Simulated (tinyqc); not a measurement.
Stretching all distances: RHF, UHF, MP2, CISD and CCSD against full CI in the 6-31g basis, for H2, spin multiplicity 1. Computed by the program tinyqc with PySCF. All coordinates are multiplied by the scale. c0^2 is the weight of the RHF determinant in the lowest singlet FCI state (UHF is spin-contaminated and may lie near states of higher spin) and n(LUMO) the first natural occupation beyond the occupied space.

Geometry (angstrom):
```
atom       x       y       z
H     0.0000  0.0000  0.0000
H     0.0000  0.0000  0.6750
```

Full CI energy (hartree) and errors against it (kcal/mol):
```
scale  distance 1-2 (angstrom)    E(FCI)     RHF     UHF     MP2   CISD   CCSD  <S^2> UHF   c0^2  n(LUMO)
0.920                    0.621  -1.13798  14.031  14.031   3.946  0.000  0.000      0.000  0.989    0.015
1.170                    0.790  -1.15058  16.358  16.358   5.112  0.000  0.000      0.000  0.984    0.028
1.430                    0.965  -1.13188  19.359  19.359   6.835  0.000  0.000      0.000  0.974    0.048
1.680                    1.134  -1.10591  23.190  23.190   9.181  0.000  0.000      0.000  0.960    0.077
1.940                    1.310  -1.07924  28.419  25.941  12.464  0.000  0.000      0.294  0.937    0.122
2.190                    1.478  -1.05692  34.762  22.938  16.466  0.000  0.000      0.569  0.907    0.182
2.440                    1.647  -1.03883  42.380  17.893  21.229  0.000  0.000      0.737  0.868    0.259
2.700                    1.823  -1.02455  51.475  12.678  26.767  0.000  0.000      0.842  0.820    0.352
2.950                    1.991  -1.01473  61.012   8.576  32.287  0.000  0.000      0.904  0.771    0.449
```

What does the comparison show, and why?

UHF parts from RHF first at scale 1.94 of those listed, where <S^2> leaves zero. The weight c0^2 goes from 0.99 to 0.77 and n(LUMO) from 0.02 to 0.45: static correlation grows as the bonds break into open-shell fragments. The spread of the error along the curve, which distorts its shape, is CISD 0.0, CCSD 0.0, UHF 17.4, MP2 28.3, RHF 47.0 kcal/mol. With two electrons CISD and CCSD are exact.
